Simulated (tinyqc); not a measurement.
Fermi-level pinning at a metal contact (Cowley-Sze model): one step of the calculation.

Interface states of density Ds lie behind a thin layer of thickness dl. Neglecting the depletion charge, the barrier for electrons is phi = S (pM - chi) + (1 - S) E0 with S = 1/(1 + q Ds dl/(eps0 ei)); the barrier for holes is Eg - phi.

Problem. Barrier. Also the charge in the states, Ds (phi - E0), and the drop across the layer, pM - chi - phi.

Values chosen for this exercise; material values close to those of gallium arsenide:
- Eg = 1.44 eV (band gap)
- chi = 4.06 eV (electron affinity)
- Ds = 1.4e13 cm^-2 eV^-1 (density of interface states)
- E0 = 0.83 eV (depth of their neutrality level below the conduction edge)
- dl = 0.56 nm (thickness of the interface layer)
- ei = 3.2 (its relative permittivity)
- pM = 4.57 eV (metal work function)

Constants: q = 1.602176634e-19 C, eps0 = 8.8541878128e-14 F/cm where lengths are in cm. Results are converted to the units shown.

Give: S; phi; barrier for holes; charge in the states; drop across the layer.

Solution.

S = 0.6928
phi = 0.6083 eV
barrier for holes = 0.8317 eV
charge in the states = -3.104e12 cm^-2
drop across the layer = -0.09829 V

Numbers from tinyqc (`OMP_NUM_THREADS=1 python tinyqc.py 2430083 2430084 out.jsonl`; about 0.01 s on one thread of a shared Intel Xeon 2.30GHz).
